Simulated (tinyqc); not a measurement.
Classical nucleation, growth and JMAK kinetics of crystallisation from a melt or glass: one step, computed by the program tinyqc. Command: `OMP_NUM_THREADS=1 python tinyqc.py 3004007 3004008 out.jsonl nucl walk`. One thread of a shared host (Intel(R) Xeon(R) Processor @ 2.30GHz), about 0.01 s of CPU time with the checks.

A spherical nucleus cap on a flat wall with a sharp interface of isotropic energy gamma; lambda = Omega^(1/3) is the jump distance.

Question. Critical nucleus. Driving force per volume: dG = H (T_m - T)/T_m. Shape factor f = (2 + cos theta)(1 - cos theta)^2/4. W(r) = f [4 pi r^2 gamma - (4/3) pi r^3 dG]; r* = 2 gamma/dG; W* = f 16 pi gamma^3/(3 dG^2); n* = f (4/3) pi r*^3/Omega.

Inputs (values chosen for the exercise, for a model substance):
```
quantity                      value        unit
melting point T_m              1660           K
heat of melting per volume H   3400      J/cm^3
interface energy gamma        0.455       J/m^2
atomic volume Omega              21  angstrom^3
temperature T                  1265           K
contact angle theta              55     degrees
```

Nucleation: on a flat wall. Driving force: Turnbull (linear).

Constants: e = 1.602176634e-19 C; k_B = 1.380649e-23 J/K.

Give: driving force dG; shape factor f; critical radius r*; barrier W*; atoms in the nucleus n*; W*/(k_B T).

Answer.

driving force dG = 809.0 J/cm^3

shape factor f = 0.1170

critical radius r* = 1.125 nm

barrier W* = 1.761 eV

atoms in the nucleus n* = 33.21

W*/(k_B T) = 16.15

The wall leaves r* unchanged and cuts the barrier to 11.7 % of the homogeneous value. W* equals n* Omega dG/2 = 1.761 eV.
